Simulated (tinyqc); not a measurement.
Domain walls in a thin film with perpendicular anisotropy: Bloch, Neel and chiral walls, motion and stripe domains: one step, computed by the program tinyqc.

One-dimensional wall: polar angle theta(x), azimuth phi of the moment in the wall (phi = 0 Neel, 90 degrees Bloch). mu_0 = 1.25663706212e-6 T m/A, gamma = 1.76085963023e11 rad/(s T).

Problem. Velocity under current. Spin-orbit drive: B_SL = hbar theta_SH J/(2 e M_s t) acts as the field (pi/2) B_SL cos(phi). Steady state: v = (gamma Delta/alpha)(pi/2) B_SL cos(phi) = gamma Delta [B_D sin(phi) - (B_K/2) sin(2 phi)], B_K = 2 K_D/M_s, B_D = pi D/(2 M_s Delta); the root with phi between its rest value and 90 degrees; v saturates at v_D = gamma Delta B_D.

Inputs (values chosen for the exercise, for a model film):
```
quantity                      value        unit
saturation magnetisation M_s    867        kA/m
DMI constant D                 0.42      mJ/m^2
thickness t                     2.8          nm
damping alpha                  0.21           -
current density J              0.11  1e12 A/m^2
spin Hall angle theta_SH       0.33           -
```

Drive: spin-orbit torque.

K_D = 24.54621 kJ/m^3

width parameter Delta = 11.88686 nm

azimuth phi = 0 degrees

Constants: hbar = 1.054571817e-34 J s; e = 1.602176634e-19 C.

Give: B_SL; azimuth in motion; velocity; saturation velocity v_D.

Solution.

B_SL = 4.921 mT

azimuth in motion = 51.78 degrees

velocity = 47.67 m/s

saturation velocity v_D = 134.0 m/s

v is 36 % of v_D: still rising with current. Caution: pinning, heating and tilting of the wall are left out.
